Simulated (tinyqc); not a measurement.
Activation against anneal temperature: dopants and charged point defects at anneal temperature: Fermi-level effect, clustering and pairing. Computed by tinyqc, a small Python program. Command: `OMP_NUM_THREADS=1 python tinyqc.py 3026564 3026565 out.jsonl pairing walk`. One thread of a shared host (Intel(R) Xeon(R) Processor @ 2.30GHz), about 0.02 s of CPU time with the checks.

Boltzmann statistics and full ionisation of active dopants. Energies are counted from the valence band; the defect (a vacancy or self-interstitial) has five charge states, with all degeneracy factors one.

Inputs (values chosen for the exercise, with bands modelled on InP):
```
quantity,value,unit
gap at 0 K E_g0,1.43,eV
Varshni alpha,0.000369,eV/K
Varshni beta,165,K
electron mass m_e,0.081,m_0
valleys M_c,1,-
hole mass m_h,0.617,m_0
anneal temperature T,880,K
total dopant density N,1.6e+20,cm^-3
site density N_s,4.3e+22,cm^-3
dopant atoms per cluster k,3,-
cluster binding energy E_b,1.53,eV
```

Dopant: acceptor. Second part: clustering of the dopant.

Constants: m_0 = 9.1093837015e-31 kg; k_B = 1.380649e-23 J/K; h = 6.62607015e-34 J s; k_B = 8.617333262e-05 eV/K.

Method:
- E_g = E_g0 - alpha T^2/(T + beta).
- N_c = 2 M_c (2 pi m_e k_B T/h^2)^(3/2) and N_v = 2 (2 pi m_h k_B T/h^2)^(3/2), masses in units of m_0.
- n_i = sqrt(N_c N_v) exp(-E_g/2 k_B T); E_i = E_g/2 + (k_B T/2) ln(N_v/N_c).
- p = A/2 + sqrt(A^2/4 + n_i^2) for an active density A.
- k ionised dopants and k carriers form one neutral cluster: C = N_s (A/N_s)^k (p/N_b)^k exp(E_b/k_B T), N_b the effective density of states of the majority band, and N = A + k C (60 bisections in ln A between ln N - 90 and ln N).

Equilibrium activation:
```
T (K),n_i (cm^-3),active A (cm^-3),clusters C (cm^-3),active share
530,5.0643e+12,1.3639e+18,5.2879e+19,0.00852
620,6.5910e+13,3.4426e+18,5.2186e+19,0.02152
700,3.8046e+14,6.4847e+18,5.1172e+19,0.04053
790,1.8293e+15,1.1431e+19,4.9523e+19,0.07144
880,6.4997e+15,1.8042e+19,4.7319e+19,0.11276
970,1.8531e+16,2.6254e+19,4.4582e+19,0.16409
1060,4.4776e+16,3.5906e+19,4.1365e+19,0.22441
```

The active share goes from 0.00852 at 530 K to 0.224 at 1060 K, so a layer activated by a hot, short anneal is metastable and deactivates in later, cooler steps if the dopant can move. Over the first three rows, where most dopant is clustered, a fit of ln A rises with slope 0.293 eV against -1/k_B T, near E_b/(2k) = 0.255 eV plus 0.75 k_B T.
